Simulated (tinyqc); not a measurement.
Lattice vibrations of a chain, step by step. Computed by tinyqc, a small Python program that keeps every step. Command: `OMP_NUM_THREADS=1 python tinyqc.py 30697 30698 out.jsonl` (the two numbers bound the seeds that draw the settings). One thread of a shared host (Intel(R) Xeon(R) Processor @ 2.60GHz), about 0.01 s of CPU time with the checks.

## Dynamical matrix at q = 0.44

A chain moving along its axis:
```
atom                 mass (u)  spring to the next atom (eV/angstrom^2)
1                  116.300000                                22.700000
2                   66.800000                                10.500000
second neighbours           -                                 0.900000
```

q is in units of 2 pi/a. A spring k from atom i to atom j, n cells on, adds k to Phi_ii and Phi_jj, -k exp(2 pi i q n) to Phi_ij and the conjugate to Phi_ji (for one atom a cell: 2k (1 - cos 2 pi q n)); D_ij = Phi_ij / sqrt(m_i m_j).

D(q) (eV/(angstrom^2 u)):
$$\begin{pmatrix}
0.315336 & -0.146780+0.043854i \\
-0.146780-0.043854i & 0.549006
\end{pmatrix}$$

## Frequencies

omega^2 are the eigenvalues; wavenumber = 521.4708 sqrt(eigenvalue) 1/cm.

eigenvalues: [0.239511, 0.624831]

wavenumbers (1/cm): [255.2, 412.2]

weights |e|^2 of the mass-weighted modes, order atom 1, atom 2:
$$\begin{pmatrix}
0.803215 & 0.196785 \\
0.196785 & 0.803215
\end{pmatrix}$$

## Dispersion and heat capacity

C/k_B per atom = mean over q = (j + 1/2)/80, j = 0..39 and all branches of y^2 e^y/(e^y - 1)^2, y = hc wavenumber / k_B T.

Wavenumbers (1/cm):
```
q           branch 1    branch 2
0.000000    0.000000  461.280554
0.062500   45.190989  460.017031
0.125000   89.430515  456.246449
0.187500  131.735720  450.052184
0.250000  171.030174  441.661273
0.312500  206.002827  431.617386
0.375000  234.812890  421.113131
0.437500  254.651600  412.464144
0.500000  261.915508  408.965181
```

Heat capacity:
```
T (K)  C/k_B per atom
20           0.063544
50           0.167715
100          0.359331
200          0.671348
300          0.821530
600          0.948826
1200         0.986730
```

zero-point energy per atom = 18.504498 meV
